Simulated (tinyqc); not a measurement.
Thermal stress, cracking, delamination and buckling of a thin film; Griffith cracks and misfitting inclusions: one step, computed by the program tinyqc. Command: `OMP_NUM_THREADS=1 python tinyqc.py 3026865 3026866 out.jsonl filmcrack walk`. One thread of a shared host (Intel(R) Xeon(R) Processor @ 2.30GHz), about 0.01 s of CPU time with the checks.

Isotropic linear elasticity; the substrate is much thicker than the film; stress is positive in tension.

Problem. Channel cracks and edge delamination. Channel crack through the film: G = pi g G0, critical thickness where G = Gamma_f. Steady delamination from an edge: G = G0, critical thickness where G = Gamma_i.

Inputs (values chosen for the exercise, modelled on a tungsten film on silicon):
```
quantity                     value        unit
deposition temperature T_d    1275           K
final temperature T            300           K
film thickness h               4.6  micrometre
film toughness Gamma_f        11.2       J/m^2
interface toughness Gamma_i    3.5       J/m^2
```

factor g = 1.942405

G0 = 5.150193 J/m^2

Give: driving force for channelling; critical thickness for channelling; critical thickness for delamination.

Solution.

driving force for channelling = 31.428 J/m^2

critical thickness for channelling = 1.6393 micrometre

critical thickness for delamination = 3.1261 micrometre

As the film thickens, channel cracking comes first. At h the film can fail by both.
